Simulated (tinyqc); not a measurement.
Surface potential of a MOS transistor: implicit equation and explicit approximations: two steps of the calculation.

p-type body, charge-sheet picture, depletion and inversion only, full ionisation (an idealisation for deep acceptors), Boltzmann statistics (rough once Na exp(x - xn) passes about Nc/7). In units of Vt: xg = (Vg - Vfb)/Vt, x = psi/Vt, G = gamma/sqrt(Vt), xn = (2 phiF + Vc)/Vt. The implicit equation is (xg - x)^2 = G^2 [x - 1 + exp(x - xn)] for x above about 3. Cox = eps0 eox/tox.

Parameters, values chosen for the exercise; band and dielectric values those of a made-up semiconductor: temperature T = 350 K; band gap Eg = 2.8 eV; relative permittivity eps_r = 10.5; conduction-band density of states at T Nc = 1.81e19 cm^-3; valence-band density of states at T Nv = 2.82e19 cm^-3; relative permittivity of the gate insulator (close to hafnium oxide) eox = 21.6; insulator thickness tox = 5.4 nm; acceptor density Na = 2.4e17 cm^-3; flat-band voltage Vfb = -0.32 V; channel-body voltage Vc = 0.5 V; gate-body voltage Vg = 2.69 V.

Constants: q = 1.602176634e-19 C, kB = 1.380649e-23 J/K, Vt = kB T/q, eps0 = 8.8541878128e-14 F/cm where lengths are in cm. Results are converted to the units shown.

Task 1. Scales. ni = sqrt(Nc Nv) exp(-Eg/(2 Vt)), Eg in volts; phiF = Vt ln(Na/ni); gamma = sqrt(2 q eps0 eps_r Na)/Cox; VT = Vfb + Vt (xn + G sqrt(xn - 1)).

Find: phiF; gamma; G; xn; VT; xg.

Result 1.

phiF = 1.263 V
gamma = 0.07550 V^0.5
G = 0.4347
xn = 100.3
VT = 2.837 V
xg = 99.80

Task 2. Potential, charges and gate control. psi = Vt x; N_dep = Cox Vt G sqrt(x - 1)/q; N_inv = (Cox Vt G/q) [sqrt(x - 1 + exp(x - xn)) - sqrt(x - 1)]; dpsi/dVg = 1/[1 + G^2 (1 + exp(x - xn))/(2 (xg - x))].

converged x = 95.571055
G = 0.43472603
xn = 100.32456
xg = 99.798856

Wanted: psi; N_dep; N_inv; dpsi/dVg.

Result 2.

psi = 2.8825 V
N_dep = 2.8186e12 cm^-2
N_inv = 1.2847e8 cm^-2
dpsi/dVg = 0.97795

psi lies 4.8 Vt below 2 phiF + Vc.

Numbers from tinyqc (`OMP_NUM_THREADS=1 python tinyqc.py 2122222 2122223 out.jsonl`; about 0.01 s on one thread of a shared Intel Xeon 2.30GHz).
